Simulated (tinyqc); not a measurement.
Input admittance of a MOSFET at zero drain bias: distributed channel and distributed gate: input impedance against frequency.

Source and drain grounded, strong inversion, w = 2 pi f, Cox = eps0 eox/tox. The channel is an RC line of resistance 1/(mu Cox Vo) per square fed from both ends, so one finger has the intrinsic admittance y = i w Cox L tanh(g)/g per width, g = (1/2) sqrt(i w tau), tau = L^2/(mu Vo). The vertical resistance rv/L is in series with y, the overlaps 2 i w Cov in parallel: y_t = 1/(1/y + rv/L) + 2 i w Cov. The gate strip is a line of Rsh/L per length loaded by y_t, so a finger has Y = y_t Wf tanh(k)/k, k = (Wf/sd) sqrt(y_t Rsh/L); the device has Nf Y.

Low-frequency limits, with c = Cox L and ct = c + 2 Cov: R_strip = Rsh Wf/(3 sd^2 L Nf), R_ch = (c/ct)^2 L/(12 mu Cox Vo Wf Nf), R_vert = (c/ct)^2 rv/(L Wf Nf), C = ct Wf Nf. Z = 1/(Nf Y) = R + 1/(i w C), Q = |Im Z|/R, far-point signal |1/cosh k|.

Values chosen for this exercise; values of the order met in silicon radio-frequency transistors: relative permittivity of the gate insulator (close to zirconium oxide) eox = 25.5; insulator thickness tox = 10 nm; channel length L = 1.3 um; finger width Wf = 16 um; number of fingers Nf = 4; channel mobility mu = 440 cm^2/(V s); gate overdrive Vo = 0.2 V; sheet resistance of the gate Rsh = 19 ohm/square; vertical resistivity of the gate stack rv = 0 ohm um^2; number of ends at which a finger is contacted sd = 2; overlap and fringe capacitance on each side Cov = 0.33 fF/um.

Constants: eps0 = 8.8541878128e-14 F/cm where lengths are in cm. Results are converted to the units shown.

The same in every row: low-frequency R (ohm) = 13.02.

Results:

| f (GHz) | w tau | \|k\| | R (ohm) | C (fF) | Q | signal at the far point |
|---|---|---|---|---|---|---|
| 0.02 | 0.02413 | 0.05939 | 13.02 | 1921 | 318.2 | 1.000 |
| 0.06 | 0.07240 | 0.1029 | 13.02 | 1921 | 106.1 | 1.000 |
| 0.2 | 0.2413 | 0.1878 | 13.02 | 1921 | 31.82 | 0.9995 |
| 0.4 | 0.4827 | 0.2655 | 13.02 | 1920 | 15.92 | 0.9982 |
| 1 | 1.207 | 0.4185 | 13.01 | 1915 | 6.388 | 0.9890 |
| 9 | 10.86 | 1.051 | 12.39 | 1610 | 0.8864 | 0.7160 |
| 20 | 24.13 | 1.243 | 11.11 | 1122 | 0.6383 | 0.6005 |
| 60 | 72.40 | 1.610 | 8.054 | 566.1 | 0.5818 | 0.4546 |

Estimate the missing row, f = 3 GHz.

Computed row:

| f (GHz) | w tau | \|k\| | R (ohm) | C (fF) | Q | signal at the far point |
|---|---|---|---|---|---|---|
| 3 | 3.620 | 0.7062 | 12.92 | 1874 | 2.191 | 0.9191 |

With this row back in the table: R falls from 13.0 to 8.05 ohm and C falls from 1920 to 566 fF. Q goes as f^(-1.00) between the first two rows and f^(-0.08) between the last two, where w tau = 72.4 and |k| = 1.61. The low-frequency limits hold both R and C within 5 % up to f = 3 GHz among the rows.

tinyqc, about 0.01 s, one thread, Intel Xeon 2.30GHz (shared host): `OMP_NUM_THREADS=1 python tinyqc.py 2262228 2262229 out.jsonl`
